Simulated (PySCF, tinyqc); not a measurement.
Worked calculation (part 2 of 2): MP2 on RHF in the 6-31g basis, for H4, spin multiplicity 1. The lowest restricted solution is unstable here: a spin-polarised one lies 0.0010 hartree lower (PySCF). Computed by tinyqc, a small Python program that keeps every step (integrals from PySCF). Command: `OMP_NUM_THREADS=1 python tinyqc.py 25345 25346 out.jsonl` (the two numbers bound the seeds that draw the settings). One thread of a shared host (Intel(R) Xeon(R) Processor @ 2.60GHz), about 0.09 s of CPU time with the checks.

Geometry (angstrom):
```
atom         x         y         z
H     0.000000  0.000000  0.000000
H     0.000000  0.000000  0.806000
H     0.000000  1.040000  0.000000
H     0.000000  1.040000  0.806000
```

## Iteration 6 (converged): orbitals

converged F (hartree), order 1H 1s, 1H 2s, 2H 1s, 2H 2s, 3H 1s, 3H 2s, 4H 1s, 4H 2s:
```
[[-0.099853, -0.561305, -0.574735, -0.550155, -0.313566, -0.404569, -0.251335, -0.381425],
 [-0.561305, -0.471119, -0.550155, -0.500367, -0.404569, -0.437034, -0.381425, -0.448370],
 [-0.574735, -0.550155, -0.099853, -0.561305, -0.251335, -0.381425, -0.313566, -0.404569],
 [-0.550155, -0.500367, -0.561305, -0.471119, -0.381425, -0.448370, -0.404569, -0.437034],
 [-0.313566, -0.404569, -0.251335, -0.381425, -0.099853, -0.561305, -0.574735, -0.550155],
 [-0.404569, -0.437034, -0.381425, -0.448370, -0.561305, -0.471119, -0.550155, -0.500367],
 [-0.251335, -0.381425, -0.313566, -0.404569, -0.574735, -0.550155, -0.099853, -0.561305],
 [-0.381425, -0.448370, -0.404569, -0.437034, -0.550155, -0.500367, -0.561305, -0.471119]]
```

X, order 1H 1s, 1H 2s, 2H 1s, 2H 2s, 3H 1s, 3H 2s, 4H 1s, 4H 2s:
```
[[1.289008, -0.525964, -0.149180, 0.053484, -0.046268, 0.021077, 0.042795, 0.001335],
 [-0.525964, 2.509918, 0.053484, -1.232932, 0.021077, -1.006911, 0.001335, 0.512363],
 [-0.149180, 0.053484, 1.289008, -0.525964, 0.042795, 0.001335, -0.046268, 0.021077],
 [0.053484, -1.232932, -0.525964, 2.509918, 0.001335, 0.512363, 0.021077, -1.006911],
 [-0.046268, 0.021077, 0.042795, 0.001335, 1.289008, -0.525964, -0.149180, 0.053484],
 [0.021077, -1.006911, 0.001335, 0.512363, -0.525964, 2.509918, 0.053484, -1.232932],
 [0.042795, 0.001335, -0.046268, 0.021077, -0.149180, 0.053484, 1.289008, -0.525964],
 [0.001335, 0.512363, 0.021077, -1.006911, 0.053484, -1.232932, -0.525964, 2.509918]]
```

Diagonalise F' = X^T F X, C = X C', fill 2 alpha and 2 beta electrons from the bottom; D = 2 C_occ C_occ^T. Each column has its largest component positive (the first on a tie).

F' = X^T F X (hartree):
```
[[0.555224, -0.577002, -0.471218, -0.115489, -0.165345, -0.052667, 0.045506, -0.038446],
 [-0.577002, 0.312659, -0.115489, -0.201576, -0.052667, -0.130760, -0.038446, -0.031822],
 [-0.471218, -0.115489, 0.555224, -0.577002, 0.045506, -0.038446, -0.165345, -0.052667],
 [-0.115489, -0.201576, -0.577002, 0.312659, -0.038446, -0.031822, -0.052667, -0.130760],
 [-0.165345, -0.052667, 0.045506, -0.038446, 0.555224, -0.577002, -0.471218, -0.115489],
 [-0.052667, -0.130760, -0.038446, -0.031822, -0.577002, 0.312659, -0.115489, -0.201576],
 [0.045506, -0.038446, -0.165345, -0.052667, -0.471218, -0.115489, 0.555224, -0.577002],
 [-0.038446, -0.031822, -0.052667, -0.130760, -0.115489, -0.201576, -0.577002, 0.312659]]
```

orbital energies (hartree): [-0.827309, -0.363635, 0.099322, 0.379841, 0.739977, 0.841146, 1.131565, 1.470624]

coefficients C, order 1H 1s, 1H 2s, 2H 1s, 2H 2s, 3H 1s, 3H 2s, 4H 1s, 4H 2s:
```
[[0.239833, 0.245941, 0.140095, 0.087556, 0.562091, -0.572300, -0.716747, -0.815607],
 [0.119687, 0.427942, 0.771290, 2.194177, -0.435164, 0.814051, 0.848235, 1.482508],
 [0.239833, 0.245941, -0.140095, -0.087556, 0.562091, -0.572300, 0.716747, 0.815607],
 [0.119687, 0.427942, -0.771290, -2.194177, -0.435164, 0.814051, -0.848235, -1.482508],
 [0.239833, -0.245941, 0.140095, -0.087556, 0.562091, 0.572300, -0.716747, 0.815607],
 [0.119687, -0.427942, 0.771290, -2.194177, -0.435164, -0.814051, 0.848235, -1.482508],
 [0.239833, -0.245941, -0.140095, 0.087556, 0.562091, 0.572300, 0.716747, -0.815607],
 [0.119687, -0.427942, -0.771290, 2.194177, -0.435164, -0.814051, -0.848235, 1.482508]]
```

D after iteration 6, order 1H 1s, 1H 2s, 2H 1s, 2H 2s, 3H 1s, 3H 2s, 4H 1s, 4H 2s:
```
[[0.236013, 0.267907, 0.236013, 0.267907, -0.005935, -0.153087, -0.005935, -0.153087],
 [0.267907, 0.394919, 0.267907, 0.394919, -0.153087, -0.337619, -0.153087, -0.337619],
 [0.236013, 0.267907, 0.236013, 0.267907, -0.005935, -0.153087, -0.005935, -0.153087],
 [0.267907, 0.394919, 0.267907, 0.394919, -0.153087, -0.337619, -0.153087, -0.337619],
 [-0.005935, -0.153087, -0.005935, -0.153087, 0.236013, 0.267907, 0.236013, 0.267907],
 [-0.153087, -0.337619, -0.153087, -0.337619, 0.267907, 0.394919, 0.267907, 0.394919],
 [-0.005935, -0.153087, -0.005935, -0.153087, 0.236013, 0.267907, 0.236013, 0.267907],
 [-0.153087, -0.337619, -0.153087, -0.337619, 0.267907, 0.394919, 0.267907, 0.394919]]
```

## Convergence

Stop when the energy changes by less than 1e-10 hartree and every element of the error matrix X^T (F D S - S D F) X is below 3e-06.

Course of the cycle:
```
iteration  E (hartree)     change  largest element of the error matrix
1          -1.90813413          -                             1.66e-01
2          -2.00748545  -9.94e-02                             4.21e-02
3          -2.01307741  -5.59e-03                             3.85e-05
4          -2.01307741  -8.17e-09                             6.59e-06
5          -2.01307742  -2.89e-10                             4.55e-08
6          -2.01307742  -7.11e-15                             1.68e-08
```

PySCF RHF in the same basis = -2.01307742 hartree

Converged in 6 iterations.

## Integrals over molecular orbitals

core Hamiltonian H = T + V (hartree), order 1H 1s, 1H 2s, 2H 1s, 2H 2s, 3H 1s, 3H 2s, 4H 1s, 4H 2s:
```
[[-1.818083, -1.489624, -1.086942, -1.178642, -0.678301, -0.982974, -0.367060, -0.775301],
 [-1.489624, -1.744602, -1.178642, -1.540470, -0.982974, -1.399885, -0.775301, -1.234718],
 [-1.086942, -1.178642, -1.818083, -1.489624, -0.367060, -0.775301, -0.678301, -0.982974],
 [-1.178642, -1.540470, -1.489624, -1.744602, -0.775301, -1.234718, -0.982974, -1.399885],
 [-0.678301, -0.982974, -0.367060, -0.775301, -1.818083, -1.489624, -1.086942, -1.178642],
 [-0.982974, -1.399885, -0.775301, -1.234718, -1.489624, -1.744602, -1.178642, -1.540470],
 [-0.367060, -0.775301, -0.678301, -0.982974, -1.086942, -1.178642, -1.818083, -1.489624],
 [-0.775301, -1.234718, -0.982974, -1.399885, -1.178642, -1.540470, -1.489624, -1.744602]]
```

Given earlier and not repeated: Two-electron integrals (ij|kl) in chemists' order.

(pq|rs) = sum C_ip C_jq C_kr C_ls (ij|kl), one index at a time.

one-electron integrals over orbitals h = C^T H C (hartree):
```
[[-2.264604, 0.000000, 0.000000, 0.000000, -0.240151, 0.000000, 0.000000, 0.000000],
 [0.000000, -1.692638, 0.000000, 0.000000, 0.000000, 0.303315, 0.000000, 0.000000],
 [0.000000, 0.000000, -1.408939, 0.000000, 0.000000, 0.000000, 0.352596, 0.000000],
 [0.000000, 0.000000, 0.000000, -0.922034, 0.000000, 0.000000, 0.000000, 0.298828],
 [-0.240151, 0.000000, 0.000000, 0.000000, -0.814498, 0.000000, 0.000000, 0.000000],
 [0.000000, 0.303315, 0.000000, 0.000000, 0.000000, -0.768992, 0.000000, 0.000000],
 [0.000000, 0.000000, 0.352596, 0.000000, 0.000000, 0.000000, -0.682229, 0.000000],
 [0.000000, 0.000000, 0.000000, 0.298828, 0.000000, 0.000000, 0.000000, -0.460527]]
```

Two-electron integrals over orbitals (pq|rs), unique and non-zero (hartree):
```
(11|11) 0.574962    (21|21) 0.135505    (22|11) 0.498918    (22|22) 0.466671
(31|31) 0.079591    (32|32) 0.036578    (33|11) 0.426839    (33|22) 0.385376
(33|33) 0.383540    (41|32) 0.029874    (41|41) 0.024479    (42|31) 0.057474
(42|42) 0.053470    (43|21) 0.072589    (43|43) 0.064295    (44|11) 0.349278
(44|22) 0.340635    (44|33) 0.325350    (44|44) 0.310518    (51|11) 0.108748
(51|22) 0.080233    (51|33) 0.044353    (51|44) 0.023028    (51|51) 0.055549
(52|21) 0.029062    (52|43) -0.002820   (52|52) 0.033933    (53|31) -0.016102
(53|42) -0.018823   (53|53) 0.031247    (54|32) -0.008996   (54|41) -0.008083
(54|54) 0.017870    (55|11) 0.429738    (55|22) 0.392240    (55|33) 0.353914
(55|44) 0.308796    (55|51) 0.054691    (55|55) 0.360923    (61|21) -0.070013
(61|43) -0.022205   (61|52) -0.039589   (61|61) 0.059526    (62|11) -0.136955
(62|22) -0.099418   (62|33) -0.067347   (62|44) -0.030988   (62|51) -0.061033
(62|55) -0.073475   (62|62) 0.077391    (63|32) -0.006787   (63|41) -0.004666
(63|54) -0.013323   (63|63) 0.016302    (64|31) 0.004231    (64|42) 0.014897
(64|53) -0.021801   (64|64) 0.024006    (65|21) -0.102418   (65|43) -0.061485
(65|52) -0.015890   (65|61) 0.049082    (65|65) 0.089316    (66|11) 0.453571
(66|22) 0.419956    (66|33) 0.354052    (66|44) 0.317128    (66|51) 0.074079
(66|55) 0.367666    (66|62) -0.085905   (66|66) 0.395674    (71|31) -0.062748
(71|42) -0.039544   (71|53) -0.014248   (71|64) 0.015878    (71|71) 0.077702
(72|32) -0.029485   (72|41) -0.023123   (72|54) -0.010214   (72|63) 0.022538
(72|72) 0.045259    (73|11) -0.125538   (73|22) -0.096877   (73|33) -0.058915
(73|44) -0.032914   (73|51) -0.051148   (73|55) -0.065651   (73|62) 0.058710
(73|66) -0.084389   (73|73) 0.062171    (74|21) -0.026544   (74|43) 0.000427
(74|52) -0.021522   (74|61) 0.027063    (74|65) 0.013166    (74|74) 0.021050
(75|31) -0.068356   (75|42) -0.051178   (75|53) 0.011007    (75|64) -0.003044
(75|71) 0.061294    (75|75) 0.071685    (76|32) 0.039439    (76|41) 0.031296
(76|54) -0.000517   (76|63) -0.017765   (76|72) -0.046170   (76|76) 0.058754
(77|11) 0.515094    (77|22) 0.453284    (77|33) 0.404716    (77|44) 0.335118
(77|51) 0.097675    (77|55) 0.400714    (77|62) -0.123421   (77|66) 0.421744
(77|73) -0.108513   (77|77) 0.490603    (81|32) -0.041688   (81|41) -0.032894
(81|54) -0.007873   (81|63) 0.026107    (81|72) 0.056108    (81|76) -0.061227
(81|81) 0.071733    (82|31) -0.063779   (82|42) -0.043966   (82|53) -0.010203
(82|64) 0.015445    (82|71) 0.074835    (82|75) 0.062904    (82|82) 0.078099
(83|21) -0.065422   (83|43) -0.027982   (83|52) -0.027401   (83|61) 0.046302
(83|65) 0.044987    (83|74) 0.025917    (83|83) 0.045799    (84|11) -0.103986
(84|22) -0.083858   (84|33) -0.058576   (84|44) -0.031584   (84|51) -0.037376
(84|55) -0.058823   (84|62) 0.048434    (84|66) -0.068156   (84|73) 0.045770
(84|77) -0.092565   (84|84) 0.040236    (85|32) -0.033540   (85|41) -0.026575
(85|54) -0.000585   (85|63) 0.016004    (85|72) 0.041079    (85|76) -0.052023
(85|81) 0.053806    (85|85) 0.046528    (86|31) 0.074432    (86|42) 0.056306
(86|53) 0.000454    (86|64) -0.003244   (86|71) -0.078472   (86|75) -0.078552
(86|82) -0.079685   (86|86) 0.094588    (87|21) 0.137790    (87|43) 0.074466
(87|52) 0.043911    (87|61) -0.085949   (87|65) -0.109647   (87|74) -0.034560
(87|83) -0.079427   (87|87) 0.167410    (88|11) 0.550011    (88|22) 0.490480
(88|33) 0.417438    (88|44) 0.349095    (88|51) 0.114568    (88|55) 0.419820
(88|62) -0.142046   (88|66) 0.453007    (88|73) -0.130178   (88|77) 0.522856
(88|84) -0.108988   (88|88) 0.570318
```

## Second-order Moller-Plesset energy

Hartree-Fock energy = -2.01307742 hartree

E2 = sum_ijab (ia|jb) [2 (ia|jb) - (ib|ja)] / (e_i + e_j - e_a - e_b) over occupied i, j and virtual a, b; the opposite-spin part is (ia|jb)^2 / denominator, the rest is same-spin, and SCS-MP2 scales them by 6/5 and 1/3.

Terms:
```
i  j  a  b    (ia|jb)    (ib|ja)  denominator       term
1  1  3  3   0.079591   0.079591    -1.853263  -0.003418
2  1  4  3   0.057474   0.029874    -1.670108  -0.002928
1  2  3  4   0.057474   0.029874    -1.670108  -0.002928
2  2  6  6   0.077391   0.077391    -2.409561  -0.002486
1  2  3  8  -0.063779  -0.041688    -2.760891  -0.001984
2  1  8  3  -0.063779  -0.041688    -2.760891  -0.001984
2  2  4  4   0.053470   0.053470    -1.486953  -0.001923
2  1  8  7   0.074835   0.056108    -3.793133  -0.001846
1  2  7  8   0.074835   0.056108    -3.793133  -0.001846
2  1  6  5  -0.061033  -0.039589    -2.772066  -0.001816
1  2  5  6  -0.061033  -0.039589    -2.772066  -0.001816
2  2  8  8   0.078099   0.078099    -3.668518  -0.001663
1  1  7  7   0.077702   0.077702    -3.917748  -0.001541
2  2  3  3   0.036578   0.036578    -0.925915  -0.001445
1  1  7  3  -0.062748  -0.062748    -2.885506  -0.001365
1  1  3  7  -0.062748  -0.062748    -2.885506  -0.001365
1  1  8  8   0.071733   0.071733    -4.595866  -0.001120
1  1  6  6   0.059526   0.059526    -3.336909  -0.001062
1  1  5  5   0.055549   0.055549    -3.134572  -0.000984
1  2  7  4  -0.039544  -0.023123    -2.702351  -0.000819
2  1  4  7  -0.039544  -0.023123    -2.702351  -0.000819
2  2  4  8  -0.043966  -0.043966    -2.577735  -0.000750
2  2  8  4  -0.043966  -0.043966    -2.577735  -0.000750
2  2  7  7   0.045259   0.045259    -2.990400  -0.000685
1  2  8  7   0.056108   0.074835    -3.793133  -0.000553
2  1  7  8   0.056108   0.074835    -3.793133  -0.000553
2  2  5  5   0.033933   0.033933    -2.207223  -0.000522
2  2  3  7  -0.029485  -0.029485    -1.958157  -0.000444
2  2  7  3  -0.029485  -0.029485    -1.958157  -0.000444
1  1  8  4  -0.032894  -0.032894    -3.505084  -0.000309
1  1  4  8  -0.032894  -0.032894    -3.505084  -0.000309
2  1  3  8  -0.041688  -0.063779    -2.760891  -0.000296
1  2  8  3  -0.041688  -0.063779    -2.760891  -0.000296
1  2  6  5  -0.039589  -0.061033    -2.772066  -0.000259
2  1  5  6  -0.039589  -0.061033    -2.772066  -0.000259
1  1  4  4   0.024479   0.024479    -2.414301  -0.000248
1  2  4  7  -0.023123  -0.039544    -2.702351  -0.000057
2  1  7  4  -0.023123  -0.039544    -2.702351  -0.000057
1  2  4  3   0.029874   0.057474    -1.670108  -0.000041
2  1  3  4   0.029874   0.057474    -1.670108  -0.000041
```

Pair energies (hartree; pair i-j sums ij and ji):
```
pair  opposite spin  same spin
1-1       -0.011720          0
2-1       -0.019214  -0.001982
2-2       -0.011110          0
```

MP2 correlation energy = -0.04402627 hartree

SCS-MP2 correlation energy = -0.05111380 hartree

MP2 total energy = -2.05710368 hartree
